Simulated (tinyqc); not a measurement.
Worked calculation: defect-molecule model of a vacancy with Jahn-Teller distortion. Values are carried at full precision from step to step, so a last printed digit may differ when a step is redone from the rounded ones.

Four dangling hybrids a, b, c, d point into the vacancy: H_ii = E0, and -gm between any two. A tetragonal distortion Q pairs a with b and c with d: those two couplings become -gm - I Q and the other four -gm + I Q/2, at an elastic cost k Q^2/2. The a1 level holds two electrons; charge states 2+, + and 0 put n = 0, 1, 2 more into the lowest level of t2 origin. Energy from the 2+ state at Q = 0, with the Fermi level mu counted from Ev: W_n(Q) = n (et - 2 I Q) + k Q^2/2 + Uc n (n - 1)/2 - n mu. et = E0 + gm is the undistorted t2 level.

Values chosen for the exercise (of the size used for the vacancy in silicon; not measured data):
- E0 = 0.1 eV (level of a dangling hybrid, from Ev)
- gm = 0.3 eV (coupling between two dangling hybrids)
- I = 1.13 eV/angstrom (Jahn-Teller coupling)
- k = 16.1 eV/angstrom^2 (force constant of the mode)
- Uc = 0.23 eV (repulsion of two electrons in one orbital)
- Q = 0.27 angstrom (a trial distortion)

## The molecule at a trial distortion

Fill in H at Q.

H (eV), rows a, b, c, d and columns alike:
```
[[0.1000, -0.6051, -0.1474, -0.1474],
 [-0.6051, 0.1000, -0.1474, -0.1474],
 [-0.1474, -0.1474, 0.1000, -0.6051],
 [-0.1474, -0.1474, -0.6051, 0.1000]]
```

## One-electron levels

Diagonalise. By symmetry: a + b + c + d at E0 - 3 gm, a + b - c - d at E0 + gm - 2 I Q, and the pair a - b, c - d at E0 + gm + I Q.

levels (eV): [-0.8000, -0.2102, 0.7051, 0.7051]

The t2 triplet has split by 3 I Q = 0.9153 eV, and its centre has stayed.

## Relaxed charge states

Minimise W_n over Q: Q_n = 2 n I/k, gain n^2 E_JT with E_JT = 2 I^2/k. W_n at mu = 0 is n et - n^2 E_JT + Uc n (n - 1)/2.

E_JT = 0.1586 eV

States:
```
n  charge  Q_n (angstrom)  gain (eV)  W_n (eV)
0      2+          0.0000     0.0000    0.0000
1       +          0.1404     0.1586    0.2414
2       0          0.2807     0.6345    0.3955
```

## Transition levels and the effective U

From the energies W_n of the relaxed states with n = 0, 1, 2 electrons: E(2+/+) = W1 - W0, E(+/0) = W2 - W1, U_eff = E(+/0) - E(2+/+), E(2+/0) = (W2 - W0)/2.

levels above Ev (eV): (2+/+) 0.2414, (+/0) 0.1541, (2+/0) 0.1978

U_eff = -0.0872 eV

U_eff < 0: the second electron is bound more strongly than the first, the + state is never the lowest, and the charge changes by two at 0.1978 eV.

## Vertical against thermal levels

At fixed Q the level for adding the first electron is et - 2 I Q. Capture into 2+ at Q0 = 0 costs et; removal from + at Q1 = 2 I/k takes place at et - 2 E_JT, E_JT = 2 I^2/k; the thermal level lies between, and the Franck-Condon shift is E_JT on each side. et = E0 + gm.

levels (eV): vertical at Q0 0.4000, thermal 0.2414, vertical at Q1 0.0828

Stokes shift = 0.3172 eV

## Checks

- W2 from the formula against a numerical minimum over Q with the level from H(Q): both 0.39552.

(tinyqc, `OMP_NUM_THREADS=1 python tinyqc.py 1482130 1482131 out.jsonl`, Intel(R) Xeon(R) Processor @ 2.30GHz, 1 thread, shared host, about 0.01 s.)
